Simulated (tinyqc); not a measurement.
Inside a calculation. Method: LCCD on RHF in the 6-311g basis, for H-, spin multiplicity 1. The basis has no diffuse functions, so it cannot describe the extra electron: this is an exercise in the method, not the real anion. Computed by tinyqc, a small Python program that keeps every step (integrals from PySCF). Settings: charge = -1, multiplicity = 1, basis = 6-311g, method = RHF, energy threshold = 1e-10, iteration cap = 78, orthogonalisation = symmetric, start = atomic densities, DIIS depth = 6, amplitude equations = LCCD, DIIS depth for amplitudes = 6, cap on updates = 59. Command: `OMP_NUM_THREADS=1 python tinyqc.py 28978 28979 out.jsonl` (the two numbers bound the seeds that draw the settings). One thread of a shared host (Intel(R) Xeon(R) Processor @ 2.60GHz), about 0.05 s of CPU time with the checks. Later iterations appear only in the table of the cycle.

## One-electron integrals

Geometry (angstrom):
```
atom         x         y         z
H     0.000000  0.000000  0.000000
```

Basis 6-311g: exponents (1/bohr^2) and contraction coefficients of normalised primitives:
```
element  l (shell)   exponent  coefficient
H            s (1)  33.865000     0.025494
H            s (1)   5.094790     0.190373
H            s (1)   1.158790     0.852161
H            s (2)   0.325840     1.000000
H            s (3)   0.102741     1.000000
```

Overlap, kinetic and nuclear-attraction integrals over the contracted functions; the nuclear repulsion is the sum of Za Zb / Rab.

nuclear repulsion = 0 hartree

overlap S:
```
          1H 1s     1H 2s     1H 3s
1H 1s  1.000000  0.706377  0.373664
1H 2s  0.706377  1.000000  0.788963
1H 3s  0.373664  0.788963  1.000000
```

kinetic energy T (hartree):
```
          1H 1s     1H 2s     1H 3s
1H 1s  2.304348  0.549119  0.106346
1H 2s  0.549119  0.488760  0.184881
1H 3s  0.106346  0.184881  0.154112
```

nuclear attraction V (hartree):
```
           1H 1s      1H 2s      1H 3s
1H 1s  -2.111097  -1.060726  -0.514994
1H 2s  -1.060726  -0.910903  -0.582812
1H 3s  -0.514994  -0.582812  -0.511496
```

core Hamiltonian H = T + V (hartree):
```
           1H 1s      1H 2s      1H 3s
1H 1s   0.193252  -0.511607  -0.408648
1H 2s  -0.511607  -0.422143  -0.397930
1H 3s  -0.408648  -0.397930  -0.357384
```

## Two-electron integrals

Functions are numbered as in S; the eight-fold symmetry (ij|kl) = (ji|kl) = (kl|ij) leaves the list below.

Two-electron integrals (ij|kl) in chemists' order, unique and non-zero (hartree):
```
(11|11) 1.393035   (21|11) 0.822971   (21|21) 0.509703   (22|11) 0.822904
(22|21) 0.543028   (22|22) 0.644106   (31|11) 0.411256   (31|21) 0.257757
(31|22) 0.279868   (31|31) 0.130794   (32|11) 0.543681   (32|21) 0.365771
(32|22) 0.452669   (32|31) 0.189803   (32|32) 0.325140   (33|11) 0.494021
(33|21) 0.340115   (33|22) 0.445993   (33|31) 0.178035   (33|32) 0.331779
(33|33) 0.361682
```

## Orthogonalisation

S = U s U^T; symmetric (Loewdin) form X = U s^(-1/2) U^T, so that X^T S X = 1.

eigenvalues of S: 0.109211  0.629350  2.261439

X:
```
           1H 1s      1H 2s      1H 3s
1H 1s   1.366024  -0.728467   0.179565
1H 2s  -0.728467   2.045624  -0.905584
1H 3s   0.179565  -0.905584   1.539843
```

## Starting guess

The start is atomic minimal-basis densities projected into this basis (PySCF's MINAO start) and scaled to the electron count of each spin; this density is not idempotent, so its energy is not variational and may lie below the converged one.

D at the start:
```
          1H 1s     1H 2s     1H 3s
1H 1s  0.192295  0.309931  0.200780
1H 2s  0.309931  0.499532  0.323607
1H 3s  0.200780  0.323607  0.209640
```

## Iteration 1: building the Fock matrix

J_ij = sum D_kl (ij|kl), K_ij = sum D_kl (ik|jl); F = H + J - 0.5 K; E = tr D H + tr D J / 2 - 0.25 tr D K + E_nn.

Coulomb J (hartree):
```
          1H 1s     1H 2s     1H 3s
1H 1s  1.809657  1.156998  0.591347
1H 2s  1.156998  1.315450  0.913604
1H 3s  0.591347  0.913604  0.890657
```

exchange K (hartree):
```
          1H 1s     1H 2s     1H 3s
1H 1s  1.392002  1.252166  0.844446
1H 2s  1.252166  1.264383  0.901287
1H 3s  0.844446  0.901287  0.667267
```

Fock matrix F (hartree):
```
           1H 1s     1H 2s      1H 3s
1H 1s   1.306908  0.019308  -0.239524
1H 2s   0.019308  0.261115   0.065031
1H 3s  -0.239524  0.065031   0.199639
```

total energy of this density = -0.30296545 hartree

This density is the starting one; it is not idempotent, so its energy is not variational and may lie below the converged one.

## Iteration 1: diagonalisation and new density

Diagonalise F' = X^T F X, C = X C', fill 1 alpha and 1 beta electrons from the bottom; D = 2 C_occ C_occ^T. Each column has its largest component positive (the first on a tie).

F' = X^T F X (hartree):
```
           1          2          3
1   2.410773  -1.263456  -0.073458
2  -1.263456   1.335403  -0.347421
3  -0.073458  -0.347421   0.409540
```

orbital energies (hartree): MO1 0.118270, MO2 0.785189, MO3 3.252257

coefficients C:
```
            MO1        MO2        MO3
1H 1s  0.182525   0.046314  -1.547084
1H 2s  0.223456   1.518244   1.783347
1H 3s  0.714097  -1.479770  -0.723732
```

D after iteration 1:
```
          1H 1s     1H 2s     1H 3s
1H 1s  0.066631  0.081573  0.260681
1H 2s  0.081573  0.099865  0.319139
1H 3s  0.260681  0.319139  1.019870
```

## Iteration 6 (converged): orbitals

converged F (hartree):
```
           1H 1s      1H 2s      1H 3s
1H 1s   1.153994  -0.021484  -0.261960
1H 2s  -0.021484   0.169888  -0.038268
1H 3s  -0.261960  -0.038268   0.063977
```

As before.

F' = X^T F X (hartree):
```
           1          2          3
1   2.169849  -1.164320  -0.068108
2  -1.164320   1.235946  -0.392424
3  -0.068108  -0.392424   0.297077
```

orbital energies (hartree): MO1 -0.003713, MO2 0.739018, MO3 2.967567

coefficients C:
```
            MO1        MO2        MO3
1H 1s  0.174977   0.085029  -1.546312
1H 2s  0.174688   1.488048   1.813980
1H 3s  0.764770  -1.437421  -0.756565
```

D after iteration 6:
```
          1H 1s     1H 2s     1H 3s
1H 1s  0.061234  0.061133  0.267635
1H 2s  0.061133  0.061032  0.267193
1H 3s  0.267635  0.267193  1.169746
```

## Convergence

Stop when the energy changes by less than 1e-10 hartree and every element of the error matrix X^T (F D S - S D F) X is below 3e-06.

Course of the cycle:
```
iteration  E (hartree)     change  largest element of the error matrix
1          -0.30296545          -                             4.28e-01
2          -0.46492795  -1.62e-01                             3.81e-02
3          -0.46665775  -1.73e-03                             4.52e-03
4          -0.46667188  -1.41e-05                             1.28e-04
5          -0.46667188  -7.36e-09                             8.36e-08
6          -0.46667188  -5.77e-15                             4.00e-08
```

PySCF RHF in the same basis = -0.46667188 hartree

Converged in 6 iterations.

## Populations

Mulliken: Z minus the diagonal of D S on the atom; Loewdin: the same with S^(1/2) D S^(1/2).

Charges (e):
```
atom   Mulliken    Loewdin
1H    -1.000000  -1.000000
```

## Integrals over molecular orbitals

(pq|rs) = sum C_ip C_jq C_kr C_ls (ij|kl), one index at a time.

one-electron integrals over orbitals h = C^T H C (hartree):
```
           1          2         3
1  -0.462958  -0.131518  0.034441
2  -0.131518   0.000966  0.148299
3   0.034441   0.148299  1.874628
```

Two-electron integrals over orbitals (pq|rs), unique and non-zero (hartree):
```
(11|11) 0.459245    (21|11) 0.131518    (21|21) 0.102796    (22|11) 0.420424
(22|21) 0.120042    (22|22) 0.396446    (31|11) -0.034441   (31|21) -0.050137
(31|22) -0.050440   (31|31) 0.077965    (32|11) -0.099218   (32|21) -0.084884
(32|22) -0.101309   (32|31) 0.082157    (32|32) 0.106288    (33|11) 0.585452
(33|21) 0.253060    (33|22) 0.554751    (33|31) -0.175866   (33|32) -0.271735
(33|33) 1.026164
```

## LCCD: starting amplitudes

t_ij^ab = <ij||ab> / (e_i + e_j - e_a - e_b), whose energy is MP2.

Starting amplitudes (spin orbitals 1a, 1b, ...; amplitudes related by a flip of all spins are not repeated):
```
from      to          t
1a 1b  2a 2b  -0.069201
1a 1b  2a 3b   0.013499
1a 1b  3a 3b  -0.013120
```

correlation energy = -0.00949015 hartree

## LCCD: amplitude update 1

t_ij^ab D_ij^ab are set to the remaining terms of the spin-orbital equations, evaluated with the old amplitudes; for the doubles these are <ij||ab> + 1/2 <ab||ef> t_ij^ef + 1/2 <mn||ij> t_mn^ab + P(ij)P(ab) <mb||ej> t_im^ae, D the orbital-energy denominators (linear CCD).

Amplitudes after update 1 (spin orbitals 1a, 1b, ...; amplitudes related by a flip of all spins are not repeated):
```
from      to          t
1a 1b  2a 2b  -0.098019
1a 1b  2a 3b   0.016522
1a 1b  3a 3b  -0.012868
```

correlation energy = -0.01273596 hartree

## LCCD: amplitude update 2

As before.

Amplitudes after update 2 (spin orbitals 1a, 1b, ...; amplitudes related by a flip of all spins are not repeated):
```
from      to          t
1a 1b  2a 2b  -0.110264
1a 1b  2a 3b   0.017474
1a 1b  3a 3b  -0.012197
```

correlation energy = -0.01403783 hartree

## LCCD: convergence

E_corr = 1/4 sum <ij||ab> t_ij^ab; stop when the norm of the change is below 1e-8.

Course of the amplitude iterations:
```
update  correlation energy (hartree)  norm of the change
0                        -0.00949015                   -
1                        -0.01273596            5.83e-02
2                        -0.01403783            2.47e-02
3                        -0.01499012            1.05e-02
4                        -0.01498897            3.92e-05
5                        -0.01498889            2.36e-06
6                        -0.01498889            3.69e-16
```

Converged amplitudes (spin orbitals 1a, 1b, ...; amplitudes related by a flip of all spins are not repeated):
```
from      to          t
1a 1b  2a 2b  -0.119372
1a 1b  2a 3b   0.018085
1a 1b  3a 3b  -0.011601
```

LCCD total energy = -0.48166077 hartree

Converged in 6 updates, with DIIS from the third.
